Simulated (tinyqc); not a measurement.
## Doping and barrier from two capacitances

Inverse problem. A Schottky diode on a uniformly doped n-type layer obeys (A/C)^2 = 2 (Vbi - V - Vt)/(q eps0 eps_r Nd) in reverse bias, with phiB = Vbi + Vt ln(Nc/Nd) and image force ignored. Find Nd, Vbi and phiB.

Inputs (values chosen for the exercise); band and dielectric values close to those of silicon:

| symbol | value | unit | meaning |
|---|---|---|---|
| T | 350 | K | temperature |
| eps_r | 11.7 |  | relative permittivity |
| Nc | 3.59e19 | cm^-3 | conduction-band density of states at T |
| A | 0.00017 | cm^2 | diode area |

Constants: q = 1.602176634e-19 C, kB = 1.380649e-23 J/K, Vt = kB T/q, eps0 = 8.8541878128e-14 F/cm where lengths are in cm. Results are converted to the units shown.

C at V = -0.4 and -4.1 V (pF): 59.997649  28.375178

Solution. The slope of (A/C)^2 against -V gives Nd, the intercept Vbi - Vt, and the Fermi-level depth Vt ln(Nc/Nd) is added for the barrier.

Nd = 1.600e18 cm^-3
Vbi = 0.6962 V
phiB = 0.7900 eV

Numbers from tinyqc (`OMP_NUM_THREADS=1 python tinyqc.py 2020084 2020085 out.jsonl`; about 0.03 s on one thread of a shared Intel Xeon 2.30GHz).
